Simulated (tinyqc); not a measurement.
# From one set of inputs to another, one input at a time

Model: field-effect mobility of a thin-film transistor with band-tail and deep states (multiple trapping). Computed by tinyqc, a small Python program. Command: `OMP_NUM_THREADS=1 python tinyqc.py 3004468 3004469 out.jsonl tft ladder`. One thread of a shared host (Intel(R) Xeon(R) Processor @ 2.30GHz), about 0.3 s of CPU time with the checks.

A thick film in accumulation at small drain voltage. Only free electrons move; trapped ones still screen the gate. N_c and mu_0 are held fixed when T changes, leaving out the T^(3/2) growth of N_c. x = E_0 - psi is the distance of the Fermi level below the band edge.

The inputs printed are set A. Set A is modelled on amorphous silicon; the values taken over come from a set modelled on an amorphous In-Ga-Zn oxide. Inputs not listed in the table keep their values of set A, so the rows need not describe a real material.

Inputs (values chosen for the exercise, modelled on amorphous silicon):
```
quantity                                           value         unit
permittivity eps                                    11.8            -
effective density of states N_c                  1.9e+20       1/cm^3
band mobility mu_0                                   9.7   cm^2/(V s)
tail density at the edge g_t                     2.4e+21  1/(eV cm^3)
tail width E_t                                        37          meV
deep-state density g_d                             2e+16  1/(eV cm^3)
flat-band Fermi level below the edge, E_0           0.47           eV
equivalent oxide thickness t                         6.1           nm
surface band bending psi_s as a fraction of E_0     0.73            -
temperature T                                        300            K
```

Deep states: included.

Constants: k_B = 8.617333262e-05 eV/K; e = 1.602176634e-19 C; eps_0 = 8.8541878128e-12 F/m.

Method:
- F_j(eta) = int_0^infinity x^j/(1 + exp(x - eta)) dx, without a gamma-function factor.
- Integrals over x = E/(k_B T) use 160 Gauss-Legendre points in u = sqrt(x) from 0 to sqrt(max(eta, 0) + 32).
- Free n(x) = N_c (2/sqrt(pi)) F_1/2(-x/k_B T), with F_1/2 from its two-term series in exp(-x/k_B T) for x >= 12 k_B T; tail n_t(x) = int_0^1.2eV g_t exp(-E/E_t)/(1 + exp((x - E)/k_B T)) dE, E counted down from the edge, 120 Gauss-Legendre points; deep charge g_d psi; space charge rho(psi) = n + n_t + g_d psi less its value at psi = 0.
- Poisson: F(psi) = sqrt((2 e/(eps eps_0)) int_0^psi rho dpsi'); V_G - V_FB = psi_s + eps F(psi_s) t/3.9; free sheet density N_f = int (n - n(E_0))/F dpsi; induced sheet density N_i = eps eps_0 F(psi_s)/e; trapezoid rule on 301 even points in psi, the first interval left out of N_f.
- mu_eff = mu_0 N_f/N_i; field-effect mobility mu_FE = mu_0 e (dN_f/dV_G)/C_ox and swing S = dV_G/dlog10(N_f), by a central difference of +/- 2 mV in psi_s; C_ox = 3.9 eps_0/t.

Each row keeps all changes above it; columns: (1) input moved; (2) from; (3) to; (4) effective mobility mu_eff (cm^2/(V s)); (5) swing S (mV/decade); (6) field-effect mobility mu_FE (cm^2/(V s)):
```
(1)                                             (2)      (3)     (4)     (5)     (6)
set A                                             -        -  0.9405  760.15  1.5574
tail width E_t (meV)                             37       39  0.7759  769.20  1.3821
band mobility mu_0 (cm^2/(V s))                 9.7       17  1.3599  769.20  2.4222
effective density of states N_c (1/cm^3)    1.9e+20  5.1e+18  0.0400  681.96  0.0760
equivalent oxide thickness t (nm)               6.1      7.6  0.0400  828.15  0.0780
permittivity eps                               11.8     11.5  0.0400  818.67  0.0779
deep-state density g_d (1/(eV cm^3))          2e+16  1.5e+16  0.0401  819.56  0.0779
tail density at the edge g_t (1/(eV cm^3))  2.4e+21  2.2e+19  2.4415  163.61  2.9362
```

Effective mobility mu_eff goes from 0.940 to 2.44, a factor 2.60 in all. The largest single move comes from tail density at the edge g_t (a factor 61.0), and effective density of states N_c works against it (a factor 0.0294). Swing S goes from 760 to 164, a factor 0.215 in all. The largest single move comes from tail density at the edge g_t (a factor 0.200), and equivalent oxide thickness t works against it (a factor 1.21). Field-effect mobility mu_FE goes from 1.56 to 2.94, a factor 1.89 in all. The largest single move comes from tail density at the edge g_t (a factor 37.7), and effective density of states N_c works against it (a factor 0.0314). The single moves hold for this order of the switches; the total does not depend on the order.

Extremes, crossings and ranges named in words are read from the listed rows.
